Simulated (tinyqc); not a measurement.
Two-dimensional electron gas with Rashba and Dresselhaus coupling: one step. The matrix. Three cases, with inputs chosen for the exercise.

Task: H = [[E0, Bx - i By], [Bx + i By, E0]] in meV; diagonalise. Precession period h/(2|B|) = 2 pi hbar/(splitting).

Constants: hbar = 6.58211957e-16 eV s.

Give: H; levels; period.

Case 1.

E0 = 20.14084 meV

Bx, By (meV): [1.518548, -2.486919]

Result:

H (meV), rows up, down and columns alike:
```
[[20.1408, 1.5185+2.4869i],
 [1.5185-2.4869i, 20.1408]]
```

levels (meV): [17.2269, 23.0547]

period = 0.710 ps

Case 2.

E0 = 54.77992 meV

Bx, By (meV): [0.256493, -7.519885]

Result:

H (meV), rows up, down and columns alike:
```
[[54.7799, 0.2565+7.5199i],
 [0.2565-7.5199i, 54.7799]]
```

levels (meV): [47.2557, 62.3042]

period = 0.275 ps

Case 3.

E0 = 26.71140 meV

Bx, By (meV): [0.404240, -0.612934]

Result:

H (meV), rows up, down and columns alike:
```
[[26.7114, 0.4042+0.6129i],
 [0.4042-0.6129i, 26.7114]]
```

levels (meV): [25.9772, 27.4456]

period = 2.82 ps

Computed by tinyqc, one run a case: `OMP_NUM_THREADS=1 python tinyqc.py N N+1 out.jsonl` with N = 1451631, 1451648, 1451799; one thread of a shared Intel(R) Xeon(R) Processor @ 2.30GHz, about 0.01 s a run at most.
